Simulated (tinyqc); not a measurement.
# Field from the level spacing

Problem. In a triangular well E_k = a_k (C F^2/mz1)^(1/3), a_1 = 2.338107, a_2 = 4.087949, C = hbar^2/(2 m0), F in eV/nm (1 MV/cm = 0.1 eV/nm). Find F, E_1, the mean distance 2 E_1/(3 F) of the lowest level and the sheet charge eps0 eps_r F/q behind such a field.

Inputs (values chosen for the exercise):

| symbol | value | unit | meaning |
|---|---|---|---|
| eps_r | 11.8 |  | relative permittivity |
| mz1 | 0.903 | m0 | mass along z of valley set A (2 valley(s)) |

Constants: q = 1.602176634e-19 C, hbar = 1.054571817e-34 J s, m0 = 9.1093837015e-31 kg, eps0 = 8.8541878128e-14 F/cm where lengths are in cm, hbar^2/(2 m0) = 0.0380998212 eV nm^2. Results are converted to the units shown.

spacing of the two lowest levels = 148.20564 meV

Solution. The spacing over a_2 - a_1 is the energy scale (C F^2/mz1)^(1/3), which gives F.

F = 1.200 MV/cm
E_1 = 198.0 meV
mean distance = 1.100 nm
sheet charge over q = 7.825e12 cm^-2

Numbers from tinyqc (`OMP_NUM_THREADS=1 python tinyqc.py 2160037 2160038 out.jsonl`; about 1 s on one thread of a shared Intel Xeon 2.30GHz).
